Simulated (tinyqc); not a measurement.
Sublattice potential against complex hopping: Haldane model. Computed by the program tinyqc. H_AA = delta - 2 t2 sum cos(k.b + phi), H_BB = -delta - 2 t2 sum cos(k.b - phi), H_AB = -t1 (1 + exp(-i k.a1) + exp(-i k.a2)), b = a1, a2 - a1, -a2, m = 3 sqrt3 t2 sin(phi); the sign of the Chern number follows the orientation k1 then k2.

Honeycomb lattice:
```
parameter,value
t1 (eV),1.240000
t2 (eV),0.190000
phi (rad),0.630000
```

Gaps at the two valleys (eV) and Chern number of the lower band (12 x 12 mesh):
```
delta,gap 2|delta - m|,gap 2|delta + m|,Chern number
-1.0470,3.2573,0.9307,0
-0.7560,2.6753,0.3487,0
-0.3490,1.8613,0.4653,-1
0.0000,1.1633,1.1633,-1
0.2330,0.6973,1.6293,-1
0.4360,0.2913,2.0353,-1
0.7270,0.2907,2.6173,0
1.1630,1.1627,3.4893,0
```

What does the comparison show, and why?

Here |m| = 0.5816 eV. For |delta| < |m| the two valleys have masses of opposite sign and the Chern number is +/-1; one gap closes at |delta| = |m|, and beyond it the band is trivial.
